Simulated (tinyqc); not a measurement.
## Random telegraph noise from one oxide trap in a small MOSFET: time constants and noise against gate voltage

An acceptor-like trap exchanges electrons with the channel. Inversion charge Q = Cox u, u = n Vt W0(exp((Vg - VT)/(n Vt))), W0 the Lambert function, n = nf, Cox = eps0 eox/tox; linear regime Id = (W/L) mu Q Vd. Relative to threshold the surface potential rises by Vt ln(u/u0) and the oxide voltage by the rest of Vg - VT, with u0 = n Vt W0(1).

N = Cox u/q; dpsi = Vt ln(u/u0); E = E0 - dpsi - (xt/tox)(Vg - VT - dpsi); capture time tc = 1/[(N/zi) vth s0 exp(-xt/lt - EB/Vt)]; emission time te = tc exp(-E/Vt); occupancy te/(tc + te). A = W L; threshold step dV = q (1 - xt/tox)/(Cox A); gm/Id = 1/(u + n Vt); relative step dI/I = (gm/Id) dV + asc mu/A. fc = (1/tc + 1/te)/(2 pi); rms = (dI/I) sqrt(tc te)/(tc + te).

Inputs (values chosen for the exercise); values of the order met in silicon transistors:
```
symbol  value        unit                                                                 meaning
T         350           K                                                             temperature
eox      7.67              relative permittivity of the gate insulator (close to silicon nitride)
tox       8.1          nm                                                     insulator thickness
xt          4          nm                            depth of the trap from the channel interface
E0        0.2          eV                   trap level above the channel Fermi level at threshold
s0      1e-16        cm^2                                                       capture prefactor
EB       0.18          eV                                    capture barrier (lattice relaxation)
lt       0.16          nm                                                 tunnelling decay length
vth       1e7        cm/s                                                        thermal velocity
zi        2.1          nm                                        thickness of the inversion layer
VT       0.54           V                                                       threshold voltage
nf        1.4                                                                         body factor
W          98          nm                                                              gate width
L          51          nm                                                             gate length
mu        230  cm^2/(V s)                                                                mobility
asc         0         V s                              scattering coefficient of the charged trap
Vd        0.1           V                                                           drain voltage
```

Constants: q = 1.602176634e-19 C, kB = 1.380649e-23 J/K, Vt = kB T/q, eps0 = 8.8541878128e-14 F/cm where lengths are in cm. Results are converted to the units shown.

Time constants and noise against gate voltage:

| Vg (V) | E (eV) | tc (s) | te (s) | occupancy | dI/I (%) | fc (Hz) | rms dI/I (%) |
|---|---|---|---|---|---|---|---|
| 0.63 | 0.1394 | 1.632e4 | 160.7 | 0.009750 | 1.737 | 0.001000 | 0.1707 |
| 0.69 | 0.1027 | 1.029e4 | 341.8 | 0.03214 | 1.274 | 4.810e-4 | 0.2247 |
| 0.75 | 0.06778 | 7281 | 769.5 | 0.09559 | 0.9809 | 2.287e-4 | 0.2884 |
| 0.81 | 0.03399 | 5546 | 1797 | 0.2447 | 0.7873 | 1.173e-4 | 0.3385 |
| 0.87 | 9.736e-4 | 4442 | 4301 | 0.4919 | 0.6529 | 7.284e-5 | 0.3264 |
| 0.93 | -0.03150 | 3686 | 1.048e4 | 0.7397 | 0.5552 | 5.837e-5 | 0.2436 |
| 0.99 | -0.06358 | 3140 | 2.585e4 | 0.8917 | 0.4817 | 5.684e-5 | 0.1497 |
| 1.05 | -0.09535 | 2730 | 6.442e4 | 0.9594 | 0.4245 | 6.078e-5 | 0.08383 |
| 1.11 | -0.1269 | 2410 | 1.618e5 | 0.9853 | 0.3790 | 6.701e-5 | 0.04558 |

tc falls from 16300 to 2410 s as the channel fills and te rises from 161 to 1.62e5 s; they are equal at Vg = 0.872 V, where E = 0. The rms noise goes from 0.171 through a maximum of 0.338 (at Vg = 0.81 V among the rows listed) to 0.0456 %. The slope -Vt d ln(tc/te)/dVg is 0.611 between the first two rows and 0.525 between the last two; it tends to xt/tox = 0.494 only when the surface potential stops moving.

Range of the model: VT is taken as given; short-channel effects and the uneven flow of current among few electrons are left out.

Computed by the program tinyqc: `OMP_NUM_THREADS=1 python tinyqc.py 2710063 2710064 out.jsonl`, one thread of a shared Intel Xeon 2.30GHz, about 0.01 s for the whole run.
